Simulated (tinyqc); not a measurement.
Image-sensor pixel with a pinned photodiode, signal and noise: one step of the calculation.

A buried n layer between a heavily doped p+ surface layer and a p layer is emptied into a floating diffusion, read through a source follower with correlated double sampling (reset noise cancelled). One-dimensional abrupt junctions; no blooming, lag or crosstalk.

Question. Noise budget. Signal S = QE Ph; variance = S + dark rate x ti + (read noise)^2 + (pr S)^2; SNR = 20 log10(S/noise); dynamic range 20 log10(FW/noise at S = 0).

Values chosen for this exercise; material values close to those of silicon:

| symbol | value | unit | meaning |
|---|---|---|---|
| pr | 0.4 | % | gain non-uniformity |
| ti | 10 | ms | exposure |
| Ph | 3600 |  | photons on the photodiode per exposure |

QE = 0.086223208
generation rate = 6.4086037 electrons/s
diffusion rate = 0.28591316 electrons/s
read noise = 3.9529557 electrons
FW = 16290.339 electrons

Give: S; variances; noise; SNR; dynamic range.

Answer.

S = 310.40 electrons
variances (electrons^2): photon shot 310.40, dark shot 0.066945, read 15.626, non-uniformity 1.5416
noise = 18.101 electrons
SNR = 24.685 dB
dynamic range = 72.282 dB

The largest part, 94.7 % of the variance, is photon shot noise.

Computed by the program tinyqc: `OMP_NUM_THREADS=1 python tinyqc.py 2630028 2630029 out.jsonl`, one thread of a shared Intel Xeon 2.30GHz, about 0.01 s for the whole run.
